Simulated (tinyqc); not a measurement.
Doping and flat-band voltage from the body effect.

Inverse problem. VT = Vfb + 2 phiF + gamma sqrt(2 phiF + Vsb), phiF = Vt ln(Na/ni), gamma = sqrt(2 q eps0 eps_r Na)/Cox, Cox = eps0 eox/tox. Find Na, gamma and Vfb from two thresholds.

Inputs (values chosen for the exercise); material values close to those of gallium nitride:
```
symbol  value  unit                                      meaning
T         300     K                                  temperature
eps_r    9.35         relative permittivity of the semiconductor
eox      25.4        relative permittivity of the gate insulator
tox        50    nm                          insulator thickness
```

Constants: q = 1.602176634e-19 C, kB = 1.380649e-23 J/K, Vt = kB T/q, eps0 = 8.8541878128e-14 F/cm where lengths are in cm. Results are converted to the units shown.

VT at Vsb = 0 and 2.2 V (V): 2.9239251  3.4231442
ni = 1.3278183e-10 cm^-3

Answer. The difference of the thresholds, gamma [sqrt(2 phiF + Vsb) - sqrt(2 phiF)], holds no Vfb and rises with Na, so it has one root; Vfb then follows from the first threshold.

Na = 6.800e17 cm^-3
gamma = 0.9443 V^0.5
Vfb = -2.090 V

Computed by the program tinyqc: `OMP_NUM_THREADS=1 python tinyqc.py 2360131 2360132 out.jsonl`, one thread of a shared Intel Xeon 2.30GHz, about 0.07 s for the whole run.
